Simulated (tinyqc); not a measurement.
From results back to parameters: statistics of electrons in three, two and one dimensions. Three cases, with inputs chosen for the exercise.

Problem. A sheet with one subband has n2 = (2/lambda^2) ln(1 + exp(eta)).

One band edge at E = 0, lambda = sqrt(4 pi c/(m1 kT)) with c = hbar^2/2m0. Densities with spin: n3 = (2/lambda^3) F_1/2(eta), n2 = (2/lambda^2) F_0(eta) with F_0 = ln(1 + exp(eta)), n1 = (2/lambda) F_-1/2(eta). F_j(eta) = (1/Gamma(j + 1)) integral_0^infinity x^j dx/(1 + exp(x - eta)), which tends to exp(eta) for eta << 0.

Constants: hbar^2/2m0 = 3.80998211 eV angstrom^2; kB = 8.617333262e-05 eV/K.

Case 1.

Values chosen (out of a larger set: near those of Si, lowest valleys alone; not measured data): m1 = 0.196 m0 (mass of one isotropic band with spin); T = 200 K.

n2 = 3.00130e+12 1/cm^2

Case 2.

Values chosen (out of a larger set: near those of InAs, lowest valleys alone; not measured data): m1 = 0.0261 m0 (mass of one isotropic band with spin); T = 400 K.

n2 = 1.02156e+12 1/cm^2

Case 3.

Values chosen (out of a larger set: near those of GaAs, lowest valleys alone; not measured data): m1 = 0.0666 m0 (mass of one isotropic band with spin); T = 300 K.

n2 = 2.50381e+12 1/cm^2

Find: n2 lambda^2/2; eta; EF above the subband edge.

Solution. eta = ln(exp(n2 lambda^2/2) - 1), with n2 in 1/angstrom^2.

Case 1.

n2 lambda^2/2 = 2.1269
eta = 2.000
EF above the subband edge = 34.47 meV

Case 2.

n2 lambda^2/2 = 2.7183
eta = 2.650
EF above the subband edge = 91.34 meV

Case 3.

n2 lambda^2/2 = 3.4813
eta = 3.450
EF above the subband edge = 89.19 meV

Computed by tinyqc, one run a case: `OMP_NUM_THREADS=1 python tinyqc.py N N+1 out.jsonl` with N = 1680217, 1680505, 1680546; one thread of a shared Intel(R) Xeon(R) Processor @ 2.30GHz, about 0.02 s a run at most.
